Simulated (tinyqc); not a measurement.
Phonon-assisted absorption at an indirect gap, step by step. Values are carried at full precision from step to step, so a last printed digit may differ when a step is redone from the rounded ones.

alpha(E) = sum_j A_j [N_j (E - Eg + w_j)^2 + (N_j + 1)(E - Eg - w_j)^2], each bracket counted only where its base is positive; N_j = 1/(exp(w_j/kB T) - 1). The first term absorbs a phonon and the second emits one; excitons and direct transitions are left out.

Constants: kB = 8.617333262e-05 eV/K.

Inputs chosen for the exercise (loosely those of Si at room temperature; Eg is not tied to T; shifted at random, so the results belong to these values and not to a real crystal):
- Eg = 1.105 eV (indirect gap, held fixed unless listed)
- w = (56.1, 18.8) meV (two zone-edge phonons)
- A = (2800, 300) 1/(cm eV^2) (their strengths)
- T = 77 K
- E = 1.101 eV (photon energy)
- nr = 3.58 (refractive index)
- d = 120 micrometre (thickness)
- xj = 0.39 micrometre (dead layer at the surface)
- W = 27 micrometre (depleted width)
- L = 45 micrometre (minority diffusion length below it)

## The four branches at one energy

Evaluate the occupations and each term.

N_j: 0.0002129  0.06249

terms with phonon absorption (1/cm): 0.001618  0.004107

terms with phonon emission (1/cm): 0  0

alpha = 0.005725 1/cm
wavelength hc/E (hc = 1239.841984 eV nm) = 1126.1 nm

Phonon absorption supplies 100.0 % of alpha; the depth 1/alpha is 1.75e+06 micrometre.

## What a slab does with it

Slab of thickness d in air, incoherent passes: R = ((nr - 1)/(nr + 1))^2, x = exp(-alpha d); transmitted Tr = (1 - R)^2 x/(1 - R^2 x^2), reflected Rt = R + (1 - R)^2 R x^2/(1 - R^2 x^2), absorbed Ab = (1 - R)(1 - x)/(1 - R x).

d in cm is 1e-4 times the value in micrometres.

R = 0.3173
x = 0.9999
Tr = 0.5182
Rt = 0.4818
Ab = 0.0001

A single pass would absorb (1 - R)(1 - x) = 0.0000; the back face adds 0.0000.

## Quantum efficiency of a diode

Photodiode (Gaertner form with a dead layer): QE = (1 - R) exp(-alpha xj) [1 - exp(-alpha W)/(1 + alpha L)], R = ((nr - 1)/(nr + 1))^2; responsivity = QE/E in A/W for E in eV.

Evaluate the factors; 1 micrometre = 1e-4 cm.

passes the dead layer = 1.0000
collected share = 0.0000
QE = 0.0000
responsivity = 0.0000 A/W

Without diffusion from below the collected share would be 0.0000.

## Checks

- Tr + Rt + Ab against 1: both 1.000000.

Program tinyqc; command `OMP_NUM_THREADS=1 python tinyqc.py 1650741 1650742 out.jsonl`; about 0.01 s on one thread of a shared Intel(R) Xeon(R) Processor @ 2.30GHz.
